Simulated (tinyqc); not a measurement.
Binding against position: donor or exciton in a quantum well (variational effective-mass method). Computed by tinyqc, a small Python program. Command: `OMP_NUM_THREADS=1 python tinyqc.py 3016916 3016917 out.jsonl welldonor walk`. One thread of a shared host (Intel(R) Xeon(R) Processor @ 2.30GHz), about 0.2 s of CPU time with the checks.

H = -nabla^2 - 2/|r - r_i| + V(z) in effective units; trial function psi = f(z) exp(-|r - r_i|/lambda), f the ground state of the well. Mass and screening are the same in well and barrier; l = L/a* is the width in effective units. Bands are flat: no polarisation or applied field.

Inputs (values chosen for the exercise, for a model semiconductor):
```
quantity,value,unit
electron mass m,0.0991,m_0
dielectric constant eps,9.8,-
well width L,10,nm
barrier height V_0,0.14,eV
```

Centre: donor. Barriers: finite.

Constants: Ry = 13.605693123 eV; a_0 = 0.529177210903 angstrom.

Method:
- Ry* = Ry m/eps^2, a* = a_0 eps/m; l = L/a*.
- k solves k tan(k l/2) = sqrt(v - k^2), v = V_0/Ry*, 0 < k l/2 < pi/2 (bisection); f = cos(k z) inside and cos(k l/2) exp(-kappa (|z| - l/2)) outside, kappa = sqrt(v - k^2); subband energy k^2 Ry*.
- Binding E_b(lambda) = -1/lambda^2 + 4 A/(lambda B), with A = int f^2 exp(-2 s/lambda) dz, B = int f^2 exp(-2 s/lambda)(1 + 2 s/lambda) dz and s = |z - z_i|; 40 Gauss-Legendre points on each piece between the walls at z = -l/2 and l/2 and z_i, and out to 12/(kappa + 1/lambda) beyond the walls.
- Each row maximises over lambda (golden section, 0.3 to 4).

l = 1.91094

Ry* = 14.0392 meV

Against position:
```
z_i/L,lambda (a*),binding (Ry*),binding (meV)
0.0,0.9883,1.6069,22.559
0.1,0.9946,1.5741,22.099
0.2,1.0186,1.4768,20.733
0.3,1.0771,1.3219,18.559
0.4,1.2002,1.1319,15.891
0.5,1.4036,0.9485,13.317
```

What follows from these numbers?

From the centre to the wall the binding falls from 22.559 to 13.317 meV, 59 % of the centre value, since the walls keep the electron away from an off-centre ion; uniform doping thus gives a band of levels 9.243 meV wide, with a peak in its density at the centre value, where the slope vanishes.

Extremes, crossings and ranges named in words are read from the listed rows.
